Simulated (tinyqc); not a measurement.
Admittance spectroscopy of a deep trap: one step of the calculation.

Schottky contact on an n-type layer with shallow donors Nd (all ionised) and a donor-like deep trap, neutral when filled and positive when empty; depletion approximation. Traps within lam of the depletion edge stay filled. The traps at xt = W - lam, where the level crosses the Fermi level, follow a slow signal and not a fast one. w = 2 pi f.

Task. Admittance at the signal frequency. Emission rate en = sn vth(T) Nc(T) exp(-Et/kB T) = sn g T^2 exp(-Et/kB T), g = vth Nc/(300 K)^2, as vth goes as T^0.5 and Nc as T^1.5 (degeneracy factor 1). Inflection frequency w0 = 2 en [1 + Nt xt/(Nd W)]; C = C_HF + (C_LF - C_HF)/(1 + (w/w0)^2), G/w = (C_LF - C_HF)(w/w0)/(1 + (w/w0)^2).

Values chosen for this exercise; material values close to those of silicon:
```
symbol,value,unit,meaning
Nc,2.76e19,cm^-3,conduction-band density of states at 300 K
vth,2.3e7,cm/s,thermal velocity at 300 K
Nd,6.9e16,cm^-3,shallow donor density
Et,0.43,eV,depth of the trap below the conduction edge
sn,1.6e-17,cm^2,capture cross-section
Nt,2.1e16,cm^-3,trap density
f,470,Hz,signal frequency
T,312,K,temperature
```

Constants: q = 1.602176634e-19 C, kB = 1.380649e-23 J/K. Results are converted to the units shown.

W = 192.57520 nm
xt = 122.09559 nm
C_HF = 53.334272 nF/cm^2
C_LF = 58.314089 nF/cm^2

Find: en; w0/(2 pi); C; G/w.

Result.

en = 1244.4 1/s
w0/(2 pi) = 472.55 Hz
C = 55.838 nF/cm^2
G/w = 2.4899 nF/cm^2

The signal lies near the inflection, where the loss is largest.

Numbers from tinyqc (`OMP_NUM_THREADS=1 python tinyqc.py 2050054 2050055 out.jsonl`; about 0.01 s on one thread of a shared Intel Xeon 2.30GHz).
